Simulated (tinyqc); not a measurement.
X-ray photoelectron analysis of a thin oxide on a semiconductor: attenuation lengths, thickness, angle series and band offsets: one step, computed by the program tinyqc.

The same element is seen in the oxide and in the substrate, at nearly the same kinetic energy; films are flat and uniform, and the work function is ignored.

Problem. Peak ratio. R_0 = (rho_o/M_o) L_o/((rho_s/M_s) L_s); peak ratio R = I_ox/I_sub = R_0 [exp(d/(L_o cos theta)) - 1]; hence d = L_o cos theta ln(1 + R/R_0). A carbon layer weakens both peaks alike, by exp(-d_C/(L_o cos theta)) if its L is taken equal to L_o. This R_0 leaves out intrinsic losses from the substrate peak, so calibrated values can be larger.

Inputs (values chosen for the exercise, modelled on SiO2 on silicon):

| quantity | value | unit |
|---|---|---|
| oxide density | 2.21 | g/cm^3 |
| oxide formula mass | 60.08 | g/mol |
| substrate density | 2.33 | g/cm^3 |
| substrate formula mass | 28.09 | g/mol |
| oxide thickness d | 0.52 | nm |
| emission angle from the normal | 0 | degrees |
| carbon overlayer | 0.68 | nm |

L in the oxide = 4.226998 nm

L in the substrate = 3.383669 nm

Give: R_0; d/(L_o cos theta); ratio R; oxide share of the counts; attenuation by carbon; depth 3 L_o cos theta.

Solution.

R_0 = 0.55399

d/(L_o cos theta) = 0.12302

ratio R = 0.072520

oxide share of the counts = 0.067617

attenuation by carbon = 0.85140

depth 3 L_o cos theta = 12.681 nm
